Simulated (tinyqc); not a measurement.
# Lossy interposer transmission line with skin effect: line properties against frequency

A uniform line in a homogeneous dielectric: c = sqrt(er)/(c0 Z0), l = Z0 sqrt(er)/c0 (c0 = 299792458 m/s), g = w c td, w = 2 pi f. The resistance joins its limits as r = sqrt(r_dc^2 + r_hf^2), with r_dc = rho/(wd th), r_hf = kr rho/(2 delta (wd + th)), delta = sqrt(rho/(pi f mu0)), mu0 = 4 pi 1e-7 H/m; this is an interpolation, and internal inductance, up to 0.05 nH/mm at low frequency, is neglected.

gamma = sqrt((r + i w l)(g + i w c)) = alpha + i beta, Zc = sqrt((r + i w l)/(g + i w c)), roots with positive real part; loss 8.685889638 alpha in dB; phase velocity w/beta. ZL = 1/(1/RL + i w CL); reflection (ZL - Zc)/(ZL + Zc); Zin = Zc (ZL + Zc tanh(gamma len))/(Zc + ZL tanh(gamma len)); H = V_load/V_source = [Zin/(Zin + Rg)]/[cosh(gamma len) + (Zc/ZL) sinh(gamma len)].

Parameters, values chosen for the exercise:

| symbol | value | unit | meaning |
|---|---|---|---|
| wd | 8.4 | um | width of the strip |
| th | 2.3 | um | thickness of the strip |
| rho | 1.8 | uohm cm | resistivity |
| er | 3.5 |  | relative permittivity |
| td | 0.002 |  | loss tangent |
| Z0 | 50 | ohm | lossless impedance sqrt(l/c) |
| kr | 2 |  | factor for crowding and the return path |
| len | 8 | mm | length |
| Rg | 100 | ohm | source resistance |
| RL | 100 | ohm | load resistance |
| CL | 300 | fF | load capacitance |

Results:
```
f (GHz),r (ohm/mm),r/(w l),loss (dB/mm),|Zc| (ohm),phase velocity over c0,length in wavelengths,|H| (dB)
0.01,0.9350,47.69,0.01647,345.3,0.1084,0.002461,-6.340
0.09,0.9612,5.448,0.04623,117.7,0.2959,0.008117,-6.353
0.3,1.027,1.746,0.07280,70.92,0.4358,0.01837,-6.416
0.8,1.168,0.7448,0.09602,55.83,0.5045,0.04232,-6.721
2,1.452,0.3704,0.1248,51.63,0.5260,0.1015,-7.938
7,2.283,0.1664,0.2000,50.34,0.5327,0.3506,-8.825
20,3.644,0.09295,0.3230,50.11,0.5340,0.9995,-14.58
60,6.173,0.05248,0.5565,50.03,0.5344,2.996,-24.23
```

Estimate the missing row, f = 0.03 GHz.

Computed row:
```
f (GHz),r (ohm/mm),r/(w l),loss (dB/mm),|Zc| (ohm),phase velocity over c0,length in wavelengths,|H| (dB)
0.03,0.9416,16.01,0.02805,200.3,0.1833,0.004368,-6.342
```

With this row back in the table: r equals w l at 0.563 GHz: below it |Zc| and the delay grow as in an RC line, above it |Zc| tends to Z0 = 50 ohm and the velocity to 1/sqrt(er) = 0.535 c0. The loss goes as f^(0.48) between the first two rows and f^(0.50) between the last two. |H| is -6.34 dB in the first row and -24.2 dB in the last; between rows it can pass through resonances that the table doesn't show.

Numbers from tinyqc (`OMP_NUM_THREADS=1 python tinyqc.py 2810221 2810222 out.jsonl`; about 0.01 s on one thread of a shared Intel Xeon 2.30GHz).
